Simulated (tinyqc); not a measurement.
Quantum point contact as a saddle point: one step of the calculation.

Potential V0 - m wx^2 x^2/2 + m wy^2 y^2/2; energies are counted from V0. Mode n = 0, 1, ... transmits T_n(E) = 1/(1 + exp(-2 pi (E - E_n)/wx)), E_n = wy (n + 1/2); each mode carries 2 q^2/h.

Task. Transmissions at the Fermi level. At zero temperature g = G/(2 q^2/h) = sum T_n(mu); Fano factor sum T_n (1 - T_n)/sum T_n. Modes beyond those listed are in the sums but add less than 1e-4 to g.

Parameters, values chosen for the exercise: transverse quantum hbar wy wy = 2.5 meV; curvature of the barrier hbar wx wx = 1.6 meV; Fermi level above the saddle point mu = 4.34 meV.

Constants: q = 1.602176634e-19 C, h = 6.62607015e-34 J s. Results are converted to the units shown.

Give: E_n; T_n; g; G; Fano factor.

Result.

```
mode  E_n (meV)    T_n
0         1.250  1.000
1         3.750  0.910
2         6.250  0.001
3         8.750  0.000
```

g = 1.911
G = 148.1 uS
Fano factor = 0.04304

tinyqc, about 0.03 s, one thread, Intel Xeon 2.30GHz (shared host): `OMP_NUM_THREADS=1 python tinyqc.py 2740004 2740005 out.jsonl`
